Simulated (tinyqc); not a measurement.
n-type polysilicon, carrier trapping at grain boundaries: one step of the calculation.

One-dimensional grains of size Lg, uniform ionised doping N, monovalent traps Qt at each boundary at a depth Et below (for electrons) or above (for holes) the band edge there, abrupt depletion of width W on each side of a boundary, Boltzmann statistics. xi is the distance from the band edge at the grain centre to the Fermi level. Trapped charge Qt/(1 + exp((xi + VB - Et)/Vt)) = 2 N W, barrier VB = q N W^2/(2 eps0 eps_r).

Task. Depletion width, Fermi level and barrier. If the trap equation with xi = Vt ln(NB/N) has a root W < Lg/2, the grain is partly depleted; otherwise W = Lg/2 and the trap equation gives xi = Et - VB + Vt ln(Qt/(N Lg) - 1). N* = Qt/Lg.

Values chosen for this exercise; values of the order met in polycrystalline silicon:
```
symbol,value,unit,meaning
T,300,K,temperature
eps_r,11.7,,relative permittivity
NB,2.8e19,cm^-3,conduction-band density of states at T
Lg,160,nm,grain size
Qt,1.2e12,cm^-2,trap density of a grain boundary
Et,0.44,eV,depth of the trap level from the majority band edge at the boundary
N,3.4e17,cm^-3,doping
```

Constants: q = 1.602176634e-19 C, kB = 1.380649e-23 J/K, Vt = kB T/q, eps0 = 8.8541878128e-14 F/cm where lengths are in cm. Results are converted to the units shown.

Find: N*; W; xi; VB; share of traps filled.

Result.

N* = 7.5000e16 cm^-3
W = 17.646 nm
xi = 0.11403 V
VB = 0.081865 V
share of traps filled = 0.99992

N is 4.53 N*, and the grain is partly depleted; VB = 3.17 Vt.

Program tinyqc, `OMP_NUM_THREADS=1 python tinyqc.py 2830202 2830203 out.jsonl`; Intel Xeon 2.30GHz, shared host, one thread, about 0.01 s.
